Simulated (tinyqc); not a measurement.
## Mass and degeneracy from charge and saturation current

Problem. At high drain voltage only states moving towards the drain are filled: n = (N0/2) F_0(eta), N0 = gv m kB T/(pi hbar^2), F_0(x) = ln(1 + exp x), and I = q (N0/2) vT F_(1/2)(eta) per width, vT = sqrt(2 kB T/(pi m)), F_(1/2)(x) = (2/sqrt(pi)) int_0^infinity u^(1/2)/(1 + exp(u - x)) du. Find eta and m.

Values chosen for this exercise: temperature T = 300 K; valley degeneracy gv = 2.

Constants: q = 1.602176634e-19 C, kB = 1.380649e-23 J/K, hbar = 1.054571817e-34 J s, m0 = 9.1093837015e-31 kg. Results are converted to the units shown.

n = 1.9806927e12 cm^-2
I = 1561.5703 uA/um

Answer. The mass drops out of I^2/(q^2 n) = gv (kB T)^2 F_(1/2)^2/(pi^2 hbar^2 F_0), which rises with eta and so fixes it; n then gives m.

eta = 4.950
m = 0.03700 m0

Numbers from tinyqc (`OMP_NUM_THREADS=1 python tinyqc.py 2400147 2400148 out.jsonl`; about 0.02 s on one thread of a shared Intel Xeon 2.30GHz).
